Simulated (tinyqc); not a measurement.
## Thickness from two neighbouring fringes

Question. At normal incidence a transparent film with an index between those of air and substrate, taken as constant, has reflectance minima at 2 n1 d = (m + 1/2) lam (small phase shifts at the substrate neglected). Find d and the order m of the shorter wavelength.

Parameters, values chosen for the exercise:
- n1 = 1.653 (index of the transparent film)

wavelengths of two neighbouring reflectance minima (nm): 501  701.4

Answer. Neighbouring orders differ by one: 2 n1 d (1/lam1 - 1/lam2) = 1.

d = 530.4 nm
m = 3

Computed by the program tinyqc: `OMP_NUM_THREADS=1 python tinyqc.py 2870122 2870123 out.jsonl`, one thread of a shared Intel Xeon 2.30GHz, about 0.01 s for the whole run.
